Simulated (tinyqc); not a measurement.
## IGBT as a p-i-n diode in series with a MOS channel, on-state and switching loss: effect of the channel and accumulation resistance

High injection (n = p) in a drift layer from x = -W/2 (anode) to +W/2 (cathode side), recombination only in the layer with lifetime tau, ideal emitters. The channel feeds the cathode side and carries the whole current. Auger recombination, carrier-carrier scattering, emitter losses and the carrier dip under the p body are left out.

b = mn/mp, B = (b - 1)/(b + 1), La = sqrt(2 Vt mn mp tau/(mn + mp)), y = W/(2 La). n(x) = (tau J/(2 q La))[cosh(x/La)/sinh y - B sinh(x/La)/cosh y]. Vm = Vt [(8 b/(b + 1)^2)(sinh y/s) arctan(s sinh y) + B ln((1 + B tanh^2 y)/(1 - B tanh^2 y))], s = sqrt(1 - B^2 tanh^2 y); Vj = Vt ln(n(-W/2) n(W/2)/ni^2), ni = sqrt(Nc Nv) exp(-Eg/(2 Vt)), Eg in volts; Vc = J Rch; Von = Vm + Vj + Vc. Stored charge tau J, turn-off energy Eoff = ks tau J Vdc, loss at half duty 0.5 J Von + f Eoff. A unipolar device on the same layer has Vu = J (W/(q mn Nd) + Rch).

Values chosen for this exercise; material values close to those of silicon: temperature T = 300 K; band gap Eg = 1.11 eV; conduction-band density of states at T Nc = 2.75e19 cm^-3; valence-band density of states at T Nv = 2.7e19 cm^-3; electron mobility mn = 1400 cm^2/(V s); hole mobility mp = 480 cm^2/(V s); width of the drift layer W = 70 um; doping of the drift layer Nd = 1.2e14 cm^-3; high-injection lifetime tau = 0.14 us; current density J = 150 A/cm^2; link voltage Vdc = 400 V; turn-off energy per stored charge and link voltage ks = 0.06; switching frequency f = 5 kHz.

Constants: q = 1.602176634e-19 C, kB = 1.380649e-23 J/K, Vt = kB T/q. Results are converted to the units shown.

The same in every row: y = 2.176; Eoff (mJ/cm^2) = 0.5040.

Result of one run:

| Von (V) | Vu (V) | total loss (W/cm^2) |
|---|---|---|
| 1.502 | 39.47 | 115.2 |

Which channel and accumulation resistance Rch gave this result: 0.2, 0.78, 3.1, 6.1 or 12 mohm cm^2?

Rch = 3.1 mohm cm^2.

The whole series:

| Rch (mohm cm^2) | Von (V) | Vu (V) | total loss (W/cm^2) |
|---|---|---|---|
| 0.2 | 1.067 | 39.04 | 82.56 |
| 0.4 | 1.097 | 39.07 | 84.81 |
| 0.78 | 1.154 | 39.13 | 89.09 |
| 1.5 | 1.262 | 39.23 | 97.19 |
| 3.1 | 1.502 | 39.47 | 115.2 |
| 6.1 | 1.952 | 39.92 | 148.9 |
| 12 | 2.837 | 40.81 | 215.3 |

As Rch goes from 0.2 to 12 mohm cm^2, Von rises from 1.07 to 2.84 V, Eoff stays at 0.504 mJ/cm^2 and the total loss rises from 82.6 to 215 W/cm^2. Von is below Vu in 7 of the 7 rows.

Numbers from tinyqc (`OMP_NUM_THREADS=1 python tinyqc.py 2590127 2590128 out.jsonl`; about 0.01 s on one thread of a shared Intel Xeon 2.30GHz).
